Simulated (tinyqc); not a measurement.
Hall factor, magnetoresistance and optical conductivity for a power-law relaxation time: one step, computed by the program tinyqc.

One spherical parabolic band, tau(E) = tau_0 x^s with x = E/(k_B T). Landau quantisation is left out.

Question. Density and moments of tau. <y> = int y x^(3/2) f (1 - f) dx / int x^(3/2) f (1 - f) dx, f = 1/(1 + exp(x - eta)). Integrals over x = E/(k_B T) use 160 Gauss-Legendre points in u = sqrt(x) from 0 to sqrt(max(eta, 0) + 45). n = (2 m k_B T)^(3/2)/(3 pi^2 hbar^3) int x^(3/2) f (1 - f) dx; moments in units of tau_0.

Inputs (values chosen for the exercise, with a mass close to that of electrons in GaN):
```
quantity                 value  unit
effective mass m          0.19   m_0
exponent s                -0.5     -
reduced Fermi level eta     -5     -
temperature T              300     K
```

Constants: m_0 = 9.1093837015e-31 kg; k_B = 1.380649e-23 J/K; hbar = 1.054571817e-34 J s.

Give: density n; <tau>/tau_0; <tau^2>/tau_0^2; <tau^3>/tau_0^3; <1/tau> tau_0.

Answer.

density n = 1.397e+16 1/cm^3

<tau>/tau_0 = 0.7515

<tau^2>/tau_0^2 = 0.6651

<tau^3>/tau_0^3 = 0.7490

<1/tau> tau_0 = 1.506
